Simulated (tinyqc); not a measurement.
Speciation in dilute and buffered hydrofluoric acid, oxide etch rate and bath loading: one step, computed by the program tinyqc. Command: `OMP_NUM_THREADS=1 python tinyqc.py 3120092 3120093 out.jsonl hfetch walk`. One thread of a shared host (Intel(R) Xeon(R) Processor @ 2.30GHz), about 0.01 s of CPU time with the checks.

Concentrations stand for activities, NH4+ and Cl- are spectators, and water ionisation is neglected. H, F and HF2 denote the ions H+, F- and HF2-. The base temperature is 298 K.

Problem. Etch rate. Rate = k_a ([HF] + 2 [H2F2]) + k_b [HF2], an empirical two-term form. Time = oxide/rate; a temperature error changes the rate by exp((E_a/k_B)(1/298 - 1/(298 + error))) - 1.

Inputs (values chosen for the exercise, of the order of those for thermal oxide at room temperature): rate constant of neutral HF k_a = 8.1 nm L/(min mol); rate constant of HF2 k_b = 54 nm L/(min mol); activation energy = 0.34 eV; temperature error = 2.2 K; oxide removed per wafer = 110 nm.

[HF] = 0.4348259 mol/L

[H2F2] = 0 mol/L

[HF2] = 0.009454128 mol/L

Constants: k_B = 8.617333262e-05 eV/K.

Give: etch rate; share of HF2 in the rate; etch time; rate change from the temperature error.

Solution.

etch rate = 4.033 nm/min

share of HF2 in the rate = 12.66 %

etch time = 1637 s

rate change from the temperature error = 10.19 %
